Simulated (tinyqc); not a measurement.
Jacobi rotations on a symmetric matrix, step by step. Computed by tinyqc, a small Python program that keeps every step. Settings: method = jacobi. Command: `OMP_NUM_THREADS=1 python tinyqc.py 25914 25915 out.jsonl` (the two numbers bound the seeds that draw the settings). One thread of a shared host (Intel(R) Xeon(R) Processor @ 2.60GHz), about 0.01 s of CPU time with the checks.

## Jacobi rotation 1

A:
```
[[0.199000, 0.289000, -0.243000],
 [0.289000, 0.504000, 0.312000],
 [-0.243000, 0.312000, 2.680000]]
```

Take the largest off-diagonal element A_pq; tan 2 theta = 2 A_pq / (A_qq - A_pp) with |theta| <= pi/4; A' = J^T A J with J_pp = J_qq = cos, J_pq = sin, J_qp = -sin.

p, q, theta (rad): [2.000000, 3.000000, 0.139635]

A':
```
[[0.199000, 0.320008, -0.200411],
 [0.320008, 0.460148, 0.000000],
 [-0.200411, 0.000000, 2.723852]]
```

## Jacobi rotation 2

As before.

p, q, theta (rad): [1.000000, 2.000000, 0.591692]

A':
```
[[-0.016048, 0.000000, -0.166341],
 [0.000000, 0.675197, -0.111783],
 [-0.166341, -0.111783, 2.723852]]
```

## Jacobi rotation 3

As before.

p, q, theta (rad): [1.000000, 3.000000, -0.060415]

A':
```
[[-0.026110, -0.006749, 0.000000],
 [-0.006749, 0.675197, -0.111579],
 [0.000000, -0.111579, 2.733913]]
```

## All rotations

The off-diagonal norm falls at every rotation.

Rotations:
```
step  p  q      theta  off-diagonal norm
1     2  3   0.139635           5.34e-01
2     1  2   0.591692           2.83e-01
3     1  3  -0.060415           1.58e-01
4     2  3  -0.053987           9.54e-03
5     1  2  -0.009692           5.15e-04
6     1  3   0.000132           4.99e-06
7     2  3  -1.70e-06           6.57e-10
```

eigenvalues: [-0.026175, 0.669232, 2.739943]
